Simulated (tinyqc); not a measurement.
Vacuum evaporation: vapour pressure, source flux, thickness distribution, purity and step coverage: one step, computed by the program tinyqc.

Molecular flow, unit sticking of the metal, no re-evaporation. The background gas is taken as water vapour (18.015 g/mol, collision diameter 0.37 nm) at 300 K.

Task: Vapour pressure and flux. log10(p_v/Pa) = A - B/T; flux from the surface Phi = p_v/sqrt(2 pi m k_B T), m = M u. Mass loss = Phi x area x m; heat of evaporation = ln(10) R B; d ln Phi/dT = ln(10) B/T^2 - 1/(2 T).

Inputs (values chosen for the exercise, modelled on germanium, with constants for the liquid):

| quantity | value | unit |
|---|---|---|
| molar mass M | 72.63 | g/mol |
| vapour-pressure constant A | 10.64 | - |
| vapour-pressure constant B | 17600 | K |
| source temperature T | 1690 | K |
| source area | 0.24 | cm^2 |

Constants: u = 1.6605390666e-27 kg; k_B = 1.380649e-23 J/K; R = 8.314462618 J/(mol K).

Give: vapour pressure p_v; flux Phi; mass loss; heat of evaporation; change of flux per kelvin.

Result:

vapour pressure p_v = 1.682 Pa

flux Phi = 1.265e+18 1/(cm^2 s)

mass loss = 0.1318 g/h

heat of evaporation = 336.9 kJ/mol

change of flux per kelvin = 1.389 %/K

Holding the rate to 1 % needs the temperature to about 0.72 K.
